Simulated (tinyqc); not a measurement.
# Composition and strain of an epitaxial Si(1-x)Ge(x) layer from Raman and X-ray peaks, step by step

A worked calculation. Computed by tinyqc, a small Python program that keeps every step. Command: `OMP_NUM_THREADS=1 python tinyqc.py 3003456 3003457 out.jsonl epiraman walk`. One thread of a shared host (Intel(R) Xeon(R) Processor @ 2.30GHz), about 0.01 s of CPU time with the checks. Intermediate numbers are printed to about 6 digits and carried at full precision; extremes and crossings named in words are read from the listed rows.

A (001) layer, biaxially strained in the plane. The Raman peaks follow empirical lines omega = w0 + c1 x + c3 x^3 + b eps (c3 for Si-Ge alone), with eps the in-plane strain.

Inputs (values chosen for the exercise, modelled on silicon-germanium): Ge fraction x = 0.37; degree of relaxation R = 0; Ge fraction y of the buffer = 0.11; lattice constant of Si = 5.431 angstrom; lattice constant of Ge = 5.658 angstrom; bowing B = 0.027 angstrom; 2 C12/C11 of Si = 0.773; 2 C12/C11 of Ge = 0.745; Si-Si: w0 = 520.9 1/cm; Si-Si: c1 = -69.2 1/cm; Si-Si: strain coefficient b = -726 1/cm; Si-Ge: w0 = 400.5 1/cm; Si-Ge: c1 = 25.7 1/cm; Si-Ge: c3 = -36.1 1/cm; Si-Ge: strain coefficient b = -550 1/cm; Ge-Ge: w0 = 280.4 1/cm; Ge-Ge: c1 = 19.4 1/cm; Ge-Ge: strain coefficient b = -430 1/cm; uncertainty of a Raman peak = 0.05 1/cm; X-ray wavelength = 1.540598 angstrom.

Substrate: relaxed alloy buffer. Pair of peaks used: Si-Si and Si-Ge.

## Lattice constants and strain

Relaxed lattice constant a(x) = a_Si + (a_Ge - a_Si) x - B x (1 - x). In-plane constant a_par = a_sub + R (a(x) - a_sub); eps = a_par/a(x) - 1; eps_perp = -(2 C12/C11) eps with 2 C12/C11 linear in x; a_perp = a(x) (1 + eps_perp). The buffer has a_sub = a(y).

relaxed constant a(x) = 5.50870 angstrom

substrate constant a_sub = 5.45333 angstrom

a_par = 5.45333 angstrom

in-plane strain eps = -10.0513 per mille

strain along the normal = 7.66553 per mille

a_perp = 5.55092 angstrom

The layer is under compression in the plane and is stretched along the normal.

## Raman peaks

Insert x and eps in the three lines; the strain part is b eps.

Si-Si peak = 502.593 1/cm

Si-Ge peak = 413.709 1/cm

Ge-Ge peak = 291.900 1/cm

strain parts (1/cm): Si-Si 7.29725, Si-Ge 5.52822, Ge-Ge 4.32206

Read as unstrained, the Si-Si peak would give x = 0.265 in place of 0.37.

## X-ray (004) reflection

Bragg angle theta = arcsin(2 lambda/a) for (004), for the substrate with a_sub and the layer with a_perp; separation in arc seconds.

theta of the substrate = 34.4031 degree

theta of the layer = 33.7161 degree

separation, layer less substrate = -2473.35 arcsec

## Back from two peaks to composition and strain

Unknowns x and eps (per mille). Newton steps: J d = (measured - model), J = [d omega/dx, d omega/d eps] for the two peaks; start at x = 0.5, eps = 0; stop when |d| < 1e-9. The peaks are rounded to 0.001 per cm; R = (a(x)(1 + eps) - a_sub)/(a(x) - a_sub).

peaks used (1/cm): Si-Si 502.593, Si-Ge 413.709

Iterations:
```
step         x  eps (per mille)  residual 1 (1/cm)  residual 2 (1/cm)
0     0.500000           0.0000             16.293        4.87150e+00
1     0.353638          -8.4914              0.000        1.04681e+00
2     0.369847         -10.0364              0.000        1.02166e-02
3     0.370009         -10.0518              0.000        1.04324e-06
4     0.370009         -10.0518              0.000                  0
```

recovered x = 0.370009

recovered eps = -10.0518 per mille

recovered R = 0

## Which pair of peaks is best

For each pair invert J = [d omega/dx, d omega/d eps] at the true x. Independent errors of the given size in both peaks give sigma_x and sigma_eps = uncertainty x (norm of the rows of the inverse of J).

Error propagation:
```
pair               det J      sigma_x  sigma_eps (per mille)
Si-Si and Si-Ge  45.9543  9.90995e-04              0.0762160
Si-Si and Ge-Ge  43.8404  9.62339e-04              0.0819654
Si-Ge and Ge-Ge  5.99430   0.00582337               0.185506
```

The pair Si-Si and Ge-Ge fixes x best (sigma_x = 9.6e-4) and Si-Ge and Ge-Ge worst (0.0058), a factor 6.1. Strain moves all peaks the same way, so a good pair needs different ratios of composition slope to strain coefficient, best of opposite sign; the slopes here are -69.2, 10.9 and 19.4 per cm for Si-Si, Si-Ge and Ge-Ge. Errors in the coefficients themselves are not counted.

## Relaxation at fixed composition

(004) Bragg angle theta = arcsin(2 lambda/a), with a = a_perp for the layer and a_sub for the substrate; separation = layer less substrate. The apparent x is the one that a fully strained layer (R = 0) would need to give the same a_perp.

Signatures; columns: (1) R; (2) eps (per mille); (3) Si-Si (1/cm); (4) Ge-Ge (1/cm); (5) a_perp (angstrom); (6) (004) separation (arcsec); (7) apparent x if R = 0 is assumed:
```
(1)        (2)      (3)      (4)      (5)       (6)       (7)
0.00  -10.0513  502.593  291.900  5.55092  -2473.35  0.370000
0.15   -8.5436  501.499  291.252  5.54459  -2316.07  0.353570
0.30   -7.0359  500.404  290.603  5.53826  -2158.35  0.337081
0.50   -5.0257  498.945  289.739  5.52981  -1947.36  0.315005
0.70   -3.0154  497.485  288.875  5.52136  -1735.58  0.292821
0.85   -1.5077  496.391  288.226  5.51503  -1576.22  0.276113
1.00    0.0000  495.296  287.578  5.50870  -1416.42  0.259342
```

Full relaxation moves the Si-Si peak by -7.30 per cm and shrinks the X-ray separation to 57 % of its strained value, about 1/(1 + 2 C12/C11). A symmetric reflection alone cannot part x from R: a relaxed layer read as strained gives x = 0.259 in place of 0.37. An asymmetric reflection or a second peak is needed.

Checks made by the program: recovered composition (relative difference 2e-05).
